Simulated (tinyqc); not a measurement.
# p-n diode, drift-diffusion by the Gummel loop with Scharfetter-Gummel fluxes: two studies

Abrupt junction at x = 0, p side from -Lp, n side to Ln, ohmic contacts. psi is counted from the intrinsic level; n = ni exp((psi - phin)/Vt), p = ni exp((phip - psi)/Vt). Contacts: p side psi = V - Vt ln(Na/ni), p = Na, n = ni^2/Na; n side psi = Vt ln(Nd/ni), n = Nd, p = ni^2/Nd. Constant mobilities, D = mu Vt, Boltzmann statistics, SRH recombination through a mid-gap level, U = (n p - ni^2)/(tp (n + ni) + tn (p + ni)). Current is positive from the p contact to the n contact.

Parameters, values chosen for the exercise; band and dielectric values close to those of silicon:

| symbol | value | unit | meaning |
|---|---|---|---|
| T | 275 | K | temperature |
| Eg | 1.12 | eV | band gap |
| eps_r | 11.8 |  | relative permittivity |
| Nc | 2.43e19 | cm^-3 | conduction-band density of states at T |
| Nv | 2.34e19 | cm^-3 | valence-band density of states at T |
| Na | 2.6e17 | cm^-3 | acceptor density of the p side |
| Nd | 4e17 | cm^-3 | donor density of the n side |
| mun | 460 | cm^2/(V s) | electron mobility |
| mup | 210 | cm^2/(V s) | hole mobility |
| tn | 2e-7 | s | SRH lifetime of electrons |
| tp | 7e-7 | s | SRH lifetime of holes |
| Lp | 4.8 | um | length of the p side |
| Ln | 4.1 | um | length of the n side |
| G | 0 | cm^-3 s^-1 | uniform generation rate |

Constants: q = 1.602176634e-19 C, kB = 1.380649e-23 J/K, Vt = kB T/q, eps0 = 8.8541878128e-14 F/cm where lengths are in cm. Results are converted to the units shown.

Each table varies one quantity; the others keep the values above.

## Current against voltage in the dark

ni = sqrt(Nc Nv) exp(-Eg/(2 Vt)), Eg in volts. Poisson and both continuity equations are solved self-consistently with Scharfetter-Gummel fluxes on a graded mesh of 500 nodes. J_scr is q times the integral of U between -xp and xn. Ideal diffusion current J_id = q ni^2 [Dn coth(wp/Le)/(Le Na) + Dp coth(wn/Lh)/(Lh Nd)] (exp(V/Vt) - 1), Le = sqrt(Dn tn), Lh = sqrt(Dp tp), wp = Lp - xp, wn = Ln - xn, with xp and xn from the depletion approximation (W = sqrt(2 eps0 eps_r (Vbi - V)(1/Na + 1/Nd)/q), xp = W Nd/(Na + Nd), xn = W Na/(Na + Nd), Vbi = Vt ln(Na Nd/ni^2)). Ideality factor = 0.004 V/(Vt ln[J(V + 0.004 V)/J(V)]). Here G = 0.

In this table G = 0 cm^-3 s^-1.

Current against voltage in the dark:
columns A: V (V); B: J (A/cm^2); C: ideality factor; D: J_scr/J (%); E: J_id (A/cm^2); F: share recombining at the contacts (%); G: larger minority/doping at -xp and xn
```
A           B     C       D         E     F         G
0.18  5.76e-9  1.88    98.9  6.60e-11  1.10  8.21e-14
0.26  3.53e-8  1.82    94.5   1.93e-9  5.23  2.39e-12
0.34  2.53e-7  1.57    77.7   5.65e-8  21.4  6.94e-11
0.42  2.82e-6  1.23    41.4   1.65e-6  56.0   2.01e-9
0.49  3.73e-5  1.07    15.2   3.16e-5  81.1   3.83e-8
0.57  9.61e-4  1.02    3.74   9.25e-4  92.1   1.10e-6
0.65   0.0273  1.00   0.891    0.0270  94.8   3.17e-5
0.73    0.791  1.00   0.228     0.790  95.4   8.96e-4
0.81     22.5  1.03  0.0575      23.1  95.8    0.0234
```

J rises from 5.76e-9 to 22.5 A/cm^2; the ideality factor goes from 1.88 through a minimum of 1.00 (at V = 0.73 V among the rows listed) to 1.03. Recombination in the depleted layer carries over half of the current up to V = 0.34 V, where the factor is 1.57; it grows roughly as exp(V/2 Vt), so diffusion overtakes it. Where the factor is lowest (V = 0.73 V), J is 0.074 % above the ideal diffusion current.

## Effect of the donor density of the n side at fixed bias

Same model as above.

In this table V = 0.66 V.

Effect of the donor density of the n side at fixed bias:
columns A: Nd (cm^-3); B: J (A/cm^2); C: ideality factor; D: J_scr/J (%); E: J_id (A/cm^2); F: share recombining at the contacts (%); G: larger minority/doping at -xp and xn
```
A            B     C      D       E     F        G
4e17    0.0415  1.00  0.748  0.0412  94.9  4.81e-5
6.9e17  0.0371  1.00  0.821  0.0368  94.6  4.77e-5
1.2e18  0.0346  1.00  0.879  0.0343  94.4  4.73e-5
2e18    0.0332  1.00  0.915  0.0329  94.3  4.71e-5
3.5e18  0.0323  1.00  0.940  0.0320  94.2  4.68e-5
6.1e18  0.0318  1.00  0.955  0.0315  94.2  4.65e-5
```

What does the table show?

As Nd rises from 4e17 to 6.1e18, J falls from 0.0415 to 0.0318 A/cm^2, the share of the depleted layer rises from 0.748 to 0.955 % and the share lost at the contacts falls from 94.9 to 94.2 %. The exponent d ln J/d ln Nd is -0.21 between the first two rows and -0.03 between the last two. J less J_scr is 0.067 % below J_id in the last row.

Computed by the program tinyqc: `OMP_NUM_THREADS=1 python tinyqc.py 2240083 2240084 out.jsonl`, one thread of a shared Intel Xeon 2.30GHz, about 0.1 s for the whole run.
